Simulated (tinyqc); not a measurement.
# Coupling and phonon occupation from the scattering functions

Problem. A level coupled to a phonon of energy w0 has, in the self-consistent Born approximation, Sin(E) = M^2 [(Nq + 1) Gn(E + w0) + Nq Gn(E - w0)], Sout(E) = M^2 [(Nq + 1) Gp(E - w0) + Nq Gp(E + w0)]. Find M, Nq and, from Nq = 1/(exp(w0/kB T) - 1), the phonon temperature.

Inputs (values chosen for the exercise):
```
symbol,value,unit,meaning
w0,20,meV,phonon energy
```

Constants: q = 1.602176634e-19 C, kB = 1.380649e-23 J/K. Results are converted to the units shown.

Gn at E - w0 and E + w0 (1/meV): 0.099710817  6.0910644e-5
Gp at E - w0 and E + w0 (1/meV): 0.13048232  0.0078526565
Sin and Sout at E (meV): 0.11026944  2.9121091

Answer. Both equations are linear in M^2 and M^2 Nq.

M = 4.60 meV
Nq = 0.0516
T = 77.0 K

Computed by the program tinyqc: `OMP_NUM_THREADS=1 python tinyqc.py 2720129 2720130 out.jsonl`, one thread of a shared Intel Xeon 2.30GHz, about 0.07 s for the whole run.
